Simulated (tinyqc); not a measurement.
# Thermal RC ladder, step response: what changes with what

A ladder of 3 nodes: R_i joins node i to node i + 1, the last R to the ambient; C_i is the heat capacity of node i; theta is the rise above ambient, zero at t = 0. d theta/dt = -A theta + b with b = (Pw/C_1, 0, ...), times in ms.

Inputs (values chosen for the exercise):
- R = [0.22, 0.34, 0.12] K/W (resistances, junction to ambient)
- C = [0.49, 5.2, 13] mJ/K (heat capacities of the nodes)
- Pw = 2.7 W (power at node 1 from t = 0)

Each table varies one quantity; the others keep the values above.

## Single pulses of growing length

A = C^(-1) K, K_ii = 1/R_(i-1) + 1/R_i (no first term for node 1), K_(i,i+1) = K_(i+1,i) = -1/R_i. The time constants tau_k are the inverse eigenvalues of A; the rise of node 1 per watt is Z(t) = sum_k r_k (1 - exp(-t/tau_k)), with r_k = v_k1^2 tau_k/C_1 and v_k the unit eigenvectors of C^(-1/2) K C^(-1/2).

Results:

| t (ms) | Z(t) (K/W) | Z/sum R | t/C_1 (K/W) | rise (K) |
|---|---|---|---|---|
| 0.02 | 0.03727 | 0.05481 | 0.04082 | 0.1006 |
| 0.04 | 0.06834 | 0.1005 | 0.08163 | 0.1845 |
| 0.083 | 0.1192 | 0.1753 | 0.1694 | 0.3218 |
| 0.35 | 0.2383 | 0.3505 | 0.7143 | 0.6435 |
| 0.72 | 0.2986 | 0.4391 | 1.469 | 0.8061 |
| 1.5 | 0.3890 | 0.5720 | 3.061 | 1.050 |
| 3.1 | 0.5068 | 0.7452 | 6.327 | 1.368 |
| 6.3 | 0.6159 | 0.9057 | 12.86 | 1.663 |
| 13 | 0.6718 | 0.9880 | 26.53 | 1.814 |

Estimate the missing row, t = 0.17 ms.

Computed row:

| t (ms) | Z(t) (K/W) | Z/sum R | t/C_1 (K/W) | rise (K) |
|---|---|---|---|---|
| 0.17 | 0.1807 | 0.2658 | 0.3469 | 0.4880 |

With this row back in the table: Z rises from 0.0373 to 0.672 K/W, against 0.680 K/W in the steady state. In the first row it is 8.7 % below t/C_1, the limit in which only the first heat capacity is charged. It passes half of the steady value at t = 1.5 ms among the rows.

## Time step and accuracy

Both schemes run from t = 0 to 0.39 ms in M equal steps dt: explicit, theta(new) = theta + dt (b - A theta); implicit, (1 + dt A) theta(new) = theta + dt b. Errors of node 1 are against Pw Z; tau_1 is the shortest time constant.

Time step and accuracy:

| M | dt/tau_1 | error, explicit (%) | error, implicit (%) |
|---|---|---|---|
| 2 | 1.990 | -69.15 | -7.968 |
| 3 | 1.326 | 4.784 | -5.228 |
| 4 | 0.9948 | 2.008 | -3.848 |
| 8 | 0.4974 | 1.385 | -1.830 |
| 16 | 0.2487 | 0.7700 | -0.8787 |
| 32 | 0.1244 | 0.4013 | -0.4283 |
| 64 | 0.06218 | 0.2044 | -0.2111 |
| 128 | 0.03109 | 0.1031 | -0.1047 |

With 2 steps the errors are -69 % (explicit) and -8.0 % (implicit), with 128 steps 0.10 and -0.10 %. The last doubling divides them by 2.0 and 2.0: both schemes are of first order, with errors of opposite sign. The explicit scheme is stable only for dt < 2 tau_1, and the first row, at 1.99, sits next to that limit, so its error does not follow the trend.

tinyqc, about 0.01 s, one thread, Intel Xeon 2.30GHz (shared host): `OMP_NUM_THREADS=1 python tinyqc.py 2520013 2520014 out.jsonl`
